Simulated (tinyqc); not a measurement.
Inside a calculation. Method: tight binding, honeycomb lattice. One step of it, computed by the program tinyqc.

Problem. Bloch Hamiltonian at k. H_AB = -t1 (1 + exp(-i k.a1) + exp(-i k.a2)); H_AA = delta - 2 t2 sum cos(k.b + phi), H_BB = -delta - 2 t2 sum cos(k.b - phi), b = a1, a2 - a1, -a2.

Parameters chosen for this model:
```
parameter,value,unit
t1,2.520000,"eV, nearest"
t2,0,"eV, second neighbours"
phi,0,"rad, phase of t2 (Haldane)"
delta,0,"eV, +/- on A and B"
```

k point k (fractions of the reciprocal vectors): -0.370000  0.180000

Give: H(k) at k.

Solution.

H(k) at k (eV):
```
,A,B
A,0.0000,-1.8679+0.4432i
B,-1.8679-0.4432i,0.0000
```
